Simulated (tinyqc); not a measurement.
## Doping from the body effect

Problem. The threshold of a long MOSFET, counted against the source, shifts by gamma (sqrt(2 phiF + Vsb) - sqrt(2 phiF)) with gamma = sqrt(2 eps0 eps_r q N)/Cox. Find 2 phiF, gamma and N from two shifts.

Inputs (values chosen for the exercise):
```
symbol,value,unit,meaning
eps_r,12.9,,relative permittivity
```

Constants: q = 1.602176634e-19 C, eps0 = 8.8541878128e-14 F/cm where lengths are in cm. Results are converted to the units shown.

|VT - VT(0)| at source-body biases 1 and 2.8 V (V): 0.0064705429  0.014991818
Cox = 1.4408178 uF/cm^2

Solution. The ratio of the shifts depends on 2 phiF alone and rises steadily with it, so it fixes 2 phiF; either shift then gives gamma, and gamma gives N.

2 phiF = 1.119 V
gamma = 0.01626 V^0.5
N = 1.500e15 cm^-3

tinyqc, about 0.01 s, one thread, Intel Xeon 2.30GHz (shared host): `OMP_NUM_THREADS=1 python tinyqc.py 2060147 2060148 out.jsonl`
